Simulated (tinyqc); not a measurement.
# Surface photovoltage measurement of the minority-carrier diffusion length in a wafer, step by step

A worked calculation. Computed by tinyqc, a small Python program that keeps every step. Command: `OMP_NUM_THREADS=1 python tinyqc.py 3130132 3130133 out.jsonl spv walk`. One thread of a shared host (Intel(R) Xeon(R) Processor @ 2.30GHz), about 0.01 s of CPU time with the checks. Intermediate numbers are printed to about 6 digits and carried at full precision; extremes and crossings named in words are read from the listed rows.

Low injection, steady light, a depletion layer much thinner than 1/alpha and L. The excess density dn is taken at the front edge of the neutral region; light that reaches the back is lost.

Inputs (values chosen for the exercise, modelled on p-type silicon at room temperature):
```
quantity,value,unit
diffusion length L,16,micrometre
wafer thickness W,300,micrometre
diffusivity D,26.7,cm^2/s
front recombination velocity S_f,370,cm/s
back recombination velocity S_b,270000,cm/s
photon flux entering,1.2e+12,1/(cm^2 s)
minority density at the surface barrier scale n_0,6.1e+08,1/cm^3
temperature T,298,K
wavelength,905,nm
relative noise of each reading,1,%
diffusion length after pair splitting over L,0.89,-
iron factor C,1e+16,micrometre^2/cm^3
```

Constants: k_B = 8.617333262e-05 eV/K.

## One wavelength

alpha = (84.732/lambda - 76.417)^2 per cm with lambda in micrometre (an empirical fit for silicon between 0.7 and 1.05 micrometre). Thick wafer: dn = Phi L/((S_f + D/L)(L + 1/alpha)). Finite wafer, with s = S_b L/D, w = W/L, a = alpha L: dn = [Phi a/(a^2 - 1)] [a - B - exp(-alpha W)(a - s)/(cosh w + s sinh w)]/(S_f + B D/L), B = (sinh w + s cosh w)/(cosh w + s sinh w). Photovoltage V = (k_B T/e) ln(1 + dn/n_0). Lifetime = L^2/D.

alpha = 296.168 1/cm

penetration depth 1/alpha = 33.7647 micrometre

dn, thick wafer = 2.26185e+07 1/cm^3

B = 1

dn, finite wafer = 2.26185e+07 1/cm^3

photovoltage V = 0.934962 mV

lifetime = 0.0958801 microsecond

## The linear plot

normal deviates g for the noise: [0.04, -1.01, 0.32, 2.21, -1.00, -0.71, -0.05]

Readings y = (Phi/dn) (1 + noise x g) at 780, 830, 880, 920, 950, 975 and 995 nm; a least-squares line y = c (1/alpha + L_app) gives L_app = intercept/slope.

Readings:
```
lambda (nm),1/alpha (micrometre),y (cm/s),line (cm/s)
780,9.636,27342,27442
830,15.176,32901,33323
880,25.330,44202,44104
920,40.658,61737,60378
950,61.278,81562,82272
975,90.917,113175,113740
995,130.888,156518,156178
```

slope = 1061.73 cm/(s micrometre)

apparent length L_app = 16.2101 micrometre

error of L_app (rounded to 0.001) = 1.313 %

At W/L = 18.8 the finite thickness shifts L_app by less than 0.05 %. S_f scales all readings alike and leaves L_app unchanged.

## Where the wafer is too thin

No noise; L is varied at fixed W, and the last two columns set S_b to 0 and to 1e7 cm/s.

Apparent length (micrometre):
```
L,W/L,given S_b,S_b = 0,S_b = 1e7
15,20.0000,15.000,15.000,15.000
30,10.0000,29.999,30.000,29.999
60,5.0000,59.711,60.124,59.704
90,3.3333,87.172,91.495,87.127
150,2.0000,127.961,163.544,127.751
240,1.2500,159.226,292.811,158.785
390,0.7692,178.223,510.881,177.595
630,0.4762,186.945,759.673,186.219
1200,0.2500,191.226,993.410,190.449
```

With a fast back surface L_app levels off, at 190 micrometre in the last row; with a passive one it reaches up to 1.31 times L among these rows and is 993 in the last. All three columns are within 5 % of L down to W/L = 3.3.

## Iron from two lengths

Splitting iron-boron pairs in boron-doped silicon shortens L; with nothing else changing, [Fe] = C (1/L_after^2 - 1/L^2). It is evaluated with the true lengths and with the apparent ones (without noise), which differ when the wafer is not thick against L.

L_after = 14.24 micrometre

[Fe] from the true lengths = 1.02526e+13 1/cm^3

[Fe] from the apparent lengths = 1.02526e+13 1/cm^3

bias, apparent over true less 1 (rounded to 0.001) = 0 %

Checks made by the program: dn against a finite-difference solution (relative difference 2e-06).
